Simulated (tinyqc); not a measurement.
Lateral field, substrate current, probability of reaching the oxide barrier and hot-carrier lifetime of a silicon transistor (pseudo-two-dimensional and lucky-electron models). Changing the drain voltage V_D. Computed by tinyqc, a small Python program. Command: `OMP_NUM_THREADS=1 python tinyqc.py 3010319 3010320 out.jsonl hotcar sweep`. One thread of a shared host (Intel(R) Xeon(R) Processor @ 2.30GHz), about 0.01 s of CPU time with the checks.

Local-field models: a lucky carrier gains its energy at the peak field over a path free of collisions. Voltages are magnitudes.

Inputs (values chosen for the exercise, modelled on a silicon n-channel): channel length L = 220 nm; oxide thickness t = 5.2 nm; junction depth x_j = 53 nm; mobility mu = 350 cm^2/(V s); saturation velocity v_s = 0.83 1e7 cm/s; threshold voltage V_T = 0.77 V; gate voltage V_G = 1.3 V; ionisation prefactor A_i = 2.2e+06 1/cm; ionisation field B_i = 1.78 MV/cm; hot-carrier mean free path lambda = 6.9 nm; oxide barrier phi_b = 3.1 eV; interface-trap threshold phi_it = 3.7 eV; lifetime constant H = 40 s microampere/micrometre; length of the depleted extension L_n = 28 nm.

Drain: lightly doped extension.

Constants: eps_0 = 8.8541878128e-12 F/m.

Method:
- C_ox = 3.9 eps_0/t; F_sat = 2 v_s/mu; V_Dsat = V_ov F_sat L/(V_ov + F_sat L), V_ov = V_G - V_T; I_D/W = C_ox v_s (V_ov - V_Dsat).
- Scale length l = 0.22 t^(1/3) x_j^(1/2) (all in cm); F_m = sqrt(((V_D - V_Dsat)/l_e)^2 + F_sat^2), with l_e = l + L_n; length of the velocity-saturated region l_e ln((V_D - V_Dsat)/(l_e F_sat) + F_m/F_sat).
- Substrate current I_sub/I_D = (A_i/B_i)(V_D - V_Dsat) exp(-B_i/F_m); probability of reaching the oxide barrier exp(-phi_b/(e lambda F_m)); lifetime tau = (H/(I_D/W)) exp(phi_it/(e lambda F_m)).

One run for each value; columns: (1) drain voltage V_D (V); (2) lifetime tau (s); (3) substrate current I_sub/W (microampere/micrometre); (4) peak field F_m (kV/cm); (5) probability of reaching phi_b:
```
(1)         (2)    (3)    (4)        (5)
1.92  3.979e+09  0.092  233.1  4.260e-09
2.22  1.116e+08  0.359  276.0  8.510e-08
2.52  8.090e+06  0.996  319.1  7.669e-07
2.82  1.089e+06  2.206  362.3  4.115e-06
3.12  2.242e+05  4.182  405.6  1.547e-05
```

Over the rows, lifetime tau (s) falls from 3.98e9 to 224000 (exponent d ln y / d ln x -25 between the first rows and -16 between the last); substrate current I_sub/W (microampere/micrometre) rises from 0.0921 to 4.18 (exponent d ln y / d ln x 9.4 between the first rows and 6.3 between the last); peak field F_m (kV/cm) rises from 233 to 406 (exponent d ln y / d ln x about 1.1 throughout).  Left out: 3.42, 3.72, 4.02, 4.32 (the saturated region would fill the channel).

Caution (all rows): the empirical formula for l was fitted to oxides of about 15 nm or more; for thinner ones it is an extrapolation. Caution (all rows): the saturated region fills most of the channel, so the split into two regions is rough. Caution (all rows): e V_D is below phi_b or phi_it, so the available energy, not the field, limits hot carriers, and the lucky-electron formulas overstate them.

Extremes, crossings and ranges named in words are read from the listed rows.
